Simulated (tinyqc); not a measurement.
Adsorption as a lattice gas: isotherms with interactions, competition, desorption peaks and saturation dose: one step, computed by the program tinyqc.

One adsorbate per site; a molecule needs 1 empty site. Gas and surface have the same temperature.

Task: Coverage with interactions. With u = w/(k_B T). Mean field: theta/(1 - theta) = y exp(-z u theta). Quasi-chemical: theta/(1 - theta) = y [(r - 1 + 2 theta)(1 - theta)/((r + 1 - 2 theta) theta)]^(-z/2) exp(-z u/2), r = sqrt(1 - 4 theta (1 - theta)(1 - exp(-u))).

Inputs (values chosen for the exercise, for a model surface): pair energy w (positive repels) = 0.011 eV; neighbours z = 4; temperature T = 506 K.

Adsorption: molecular (first order).

y = 0.1677157

Constants: k_B = 8.617333262e-05 eV/K.

Give: u; coverage, mean field; coverage, quasi-chemical.

Result:

u = 0.2523

coverage, mean field = 0.1284

coverage, quasi-chemical = 0.1295
